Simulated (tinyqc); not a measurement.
From results back to parameters: overlap of hydrogenic dopants: pairs, impurity band and the Mott density. Two cases, with inputs chosen for the exercise.

Problem. Ry* = Ry m/eps^2, aB = a0 eps/m, and the Mott density is (0.26/aB)^3 (1/angstrom^3 = 1e24/cm^3). Binding energy and critical density come from a hidden mass and dielectric constant.

Constants: Ry = 13.60569312 eV; a0 (Bohr radius) = 0.5291772105 angstrom.

Case 1.

binding energy = 62.15274 meV
critical density = 1.000344e+19 1/cm^3

Case 2.

binding energy = 6.65301 meV
critical density = 5.264823e+16 1/cm^3

Find: aB; eps; m.

Solution. aB = 0.26/n^(1/3); the product Ry* aB = Ry a0/eps gives eps, and m = a0 eps/aB.

Case 1.

aB = 12.07 angstrom
eps = 9.60
m = 0.421 m0

Case 2.

aB = 69.37 angstrom
eps = 15.60
m = 0.119 m0

Computed by tinyqc, one run a case: `OMP_NUM_THREADS=1 python tinyqc.py N N+1 out.jsonl` with N = 1481393, 1481396; one thread of a shared Intel(R) Xeon(R) Processor @ 2.30GHz, about 0.01 s a run at most.
